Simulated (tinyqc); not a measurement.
# From finite-size error back to cell length L

Model: finite-size error of a charged defect in a periodic cell: Madelung and Makov-Payne terms. Computed by tinyqc, a small Python program. Command: `OMP_NUM_THREADS=1 python tinyqc.py 3005472 3005473 out.jsonl imagecharge inv`. One thread of a shared host (Intel(R) Xeon(R) Processor @ 2.30GHz), about 0.1 s of CPU time with the checks.

L is the cube root of the cell volume. The defect charge is a Gaussian, rho(r) = q (2 pi sigma^2)^(-3/2) exp(-r^2/2 sigma^2), repeated periodically in a uniform neutralising background and screened by a continuum. The model cell energy is E(L) = E_0 + [periodic - isolated electrostatic energy].

Inputs (values chosen for the exercise, for a model uniaxial host):

| quantity | value | unit |
|---|---|---|
| charge q | 2 | e |
| dielectric constant eps_xy | 16.8 | - |
| dielectric constant eps_z | 28.5 | - |
| axis ratio c/a | 1.78 | - |
| width sigma of the defect charge | 1.5 | angstrom |
| formation energy of the isolated defect E_0 | 3.252 | eV |

Supercell lattice: hexagonal. Screening: uniaxial.

Constants: e^2/(4 pi eps_0) = 14.39964548 eV angstrom.

Method. Periodic energy of the Gaussian: (2 pi q^2/V) sum_(G != 0) exp(-sigma^2 G^2)/(G.eps.G) x e^2/(4 pi eps_0), n_i = -k..k with k = max(9, L/sigma rounded up). Isolated energy: q^2/(2 sqrt(pi) sigma) <1/(n.eps.n)> e^2/(4 pi eps_0), the mean over directions n (64 Gauss-Legendre points in cos(theta)).

Task: A run gave the result below. Find the cell length L, known to lie between 7.7 and 19 angstrom.

finite-size error = -0.3444782 eV

Result:

Each step takes the trial c = (a f_b - b f_a)/(f_b - f_a), f being the result less the target and a, b, c the logarithms of the listed values; c replaces end b, the old b replaces a if the sign of f changed, and otherwise f_a is halved.

Scan of the range:

| cell length L (angstrom) | finite-size error (eV) |
|---|---|
| 7.70 | -0.397373 |
| 8.95 | -0.365253 |
| 10.40 | -0.329939 |
| 12.10 | -0.293643 |
| 14.10 | -0.258391 |
| 16.30 | -0.227389 |
| 19.00 | -0.197675 |

False position (Illinois rule, in the logarithm of the input) inside the bracket:

| step | end a | end b | trial | finite-size error (eV) |
|---|---|---|---|---|
| 1 | 8.9500 | 10.4000 | 9.77655 | -0.344707 |
| 2 | 10.4000 | 9.7766 | 9.78593 | -0.344480 |
| 3 | 10.4000 | 9.7859 | 9.78607 | -0.344476 |
| 4 | 9.7859 | 9.7861 | 9.78600 | -0.344478 |

Finite-size error rises at every point of a 13-point scan of the range (every second point is shown), so one value fits; it is bracketed by 8.95 and 10.4. Answer: cell length L = 9.786 angstrom.
